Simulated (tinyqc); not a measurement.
All-pass ring resonator: one step of the calculation.

A ring of length L = 2 pi Rr coupled to one bus waveguide: round-trip amplitude a = 10^(-al L/20), self-coupling t = sqrt(1 - k2). At detuning d from the resonance the round-trip phase is p = 2 pi d/FSR and the transmission T = (a^2 - 2 a t cos p + t^2)/(1 - 2 a t cos p + a^2 t^2). Lossless coupler, linear absorption only.

Task. Thermal shift of the resonance. T is the transmission at d = dl - s, p = 2 pi d/FSR; out = (lam dT/ng) Rt fa (1 - T) Pin; s(new) = out.

Inputs (values chosen for the exercise); values close to those of silicon waveguides:
- lam = 1310 nm (cold resonance wavelength)
- ng = 4.34 (group index)
- dT = 0.00017 1/K (thermo-optic change of the effective index)
- Rt = 11 K/mW (thermal resistance)
- fa = 0.36 (share of the loss that heats the ring)
- Pin = 3.1 mW (input power)
- dl = 330 pm (laser detuning from the cold resonance)

s after iteration 1 = 88.177877 pm
a = 0.96447736
t = 0.87749644
FSR = 6.2932211 nm

Give: d; T; out; s after iteration 2.

Result.

d = 241.82 pm
T = 0.77926
out = 139.05 pm
s after iteration 2 = 139.05 pm

Computed by the program tinyqc: `OMP_NUM_THREADS=1 python tinyqc.py 2650133 2650134 out.jsonl`, one thread of a shared Intel Xeon 2.30GHz, about 0.02 s for the whole run.
